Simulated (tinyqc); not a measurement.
What sets the wire resistivity: free and nearly free electrons in a metal.

The cubic cell holds 4 atoms: n = 4 z/a^3, kF = (3 pi^2 n)^(1/3), EF = c kF^2/m, vF = 2 c kF/(m hbar), c = hbar^2/2m0; rs = (3/(4 pi n))^(1/3)/a0; D(EF) = 3 n/(2 EF).

Square wire of width w with grain size w: rho/rho0 = 1/(1 - 3 al/2 + 3 al^2 - 3 al^3 ln(1 + 1/al)) + (3/4) (1 - p) l/w, with al = (l/w) Rg/(1 - Rg) (Mayadas-Shatzkes plus the thick-wire form of Fuchs-Sondheimer); l = hbar kF/(n e^2 rho), e = 1.602176634e-19 C.

Constants: hbar^2/2m0 = 3.80998211 eV angstrom^2; hbar = 6.58211957e-16 eV s; a0 (Bohr radius) = 0.5291772105 angstrom.

Parameters, chosen for this exercise (near those of Al; the results hold for these values, not for the real material):
```
symbol  value  unit          meaning
a       4.072  angstrom      fcc lattice constant
z       3                    free electrons an atom
m       1      m0            mass
rho     2.7    micro-ohm cm  bulk resistivity
p       0.2                  specularity of the surfaces
Rg      0.33                 reflection at grain boundaries
w       14     nm            wire width
```

All results formed anew.

Results for these values:
```
case  EF (eV)  l (nm)  wire rho (micro-ohm cm)
base   11.527   14.89                    6.403
```

What happens to each result for rho = 3.24 micro-ohm cm, all else kept?

Answer: EF does not change at the printed digits; l falls from 14.89 to 12.41; wire rho rises from 6.403 to 6.952.

The same for each parameter in turn:
```
case                     EF (eV)  l (nm)  wire rho (micro-ohm cm)
base                      11.527   14.89                    6.403
a = 4.194 angstrom        10.866   15.80                    6.625
m = 1.2 m0                 9.606   14.89                    6.403
rho = 3.24 micro-ohm cm   11.527   12.41                    6.952
p = 0.5                   11.527   14.89                    5.757
Rg = 0.231                11.527   14.89                    5.646
w = 9.8 nm                11.527   14.89                    7.964
```

The mass drops out of l at given rho, because vF falls and tau rises by the same factor.

(tinyqc, `OMP_NUM_THREADS=1 python tinyqc.py 1681317 1681318 out.jsonl`, Intel(R) Xeon(R) Processor @ 2.30GHz, 1 thread, shared host, about 0.01 s.)
